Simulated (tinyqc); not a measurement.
On-chip interconnect, size-dependent resistivity and RC delay: course in time.

A rectangular line between two neighbours and two ground planes. Surface and grain-boundary scattering are added to the bulk resistivity as corrections; capacitances are parallel-plate values without fringing; inductance is ignored.

5 equal pi sections: series Rs = r Lw/5; node capacitances c Lw/5, halved at nodes 0 and 5, with Cl added to node 5; Rd feeds node 0. Elmore delay of node k: the sum, over the resistors on the path to k, of resistance times all capacitance downstream of it.

A 1 V step is applied behind Rd at t = 0. C dv/dt = -G v + b, with G the conductance matrix of the ladder (1/Rs between neighbours, 1/Rd added at node 0) and b = (1 V/Rd, 0, ...). Trapezoidal step: (C/dt + G/2) v(new) = (C/dt - G/2) v + b. The last column solves the same ladder exactly by its modes.

Parameters, values chosen for the exercise:
- Rd = 1700 ohm (driver resistance)
- dt = 4 ps (time step)

Rs = 2026.56 ohm

```
node,C (fF)
0,0.161973
1,0.323945
2,0.323945
3,0.323945
4,0.323945
5,0.271973
```

Voltages (V):
```
t (ps),node 0,node 2,node 5,"node 5, exact"
4.000,1.336,0.4400,0.1329,0.1728
8.000,0.490,0.6761,0.4322,0.4358
12.00,1.245,0.7091,0.6379,0.6194
16.00,0.677,0.8678,0.7402,0.7434
20.00,1.195,0.8639,0.8360,0.8270
24.00,0.780,0.9427,0.8851,0.8834
28.00,1.153,0.9380,0.9246,0.9214
32.00,0.843,0.9742,0.9496,0.9470
36.00,1.119,0.9727,0.9652,0.9643
40.00,0.886,0.9875,0.9779,0.9759
44.00,1.092,0.9889,0.9839,0.9838
48.00,0.915,0.9931,0.9903,0.9891
```

What do the numbers show?

The far end of the ladder reaches 0.5 V at 9.229 ps, 0.753 of its Elmore delay (ln 2 = 0.693 for a single pole); the slowest mode has a time constant of 10.15 ps. The largest error of the trapezoidal steps at that node is 40 mV. Node 0 swings up and down from step to step: the trapezoidal rule does not damp modes much faster than dt, so these swings are numerical.

Range of the model: The metal width is under the mean free path, where the thick-limit surface term and the simple sum of corrections lose accuracy.

tinyqc, about 0.01 s, one thread, Intel Xeon 2.30GHz (shared host): `OMP_NUM_THREADS=1 python tinyqc.py 2100132 2100133 out.jsonl`
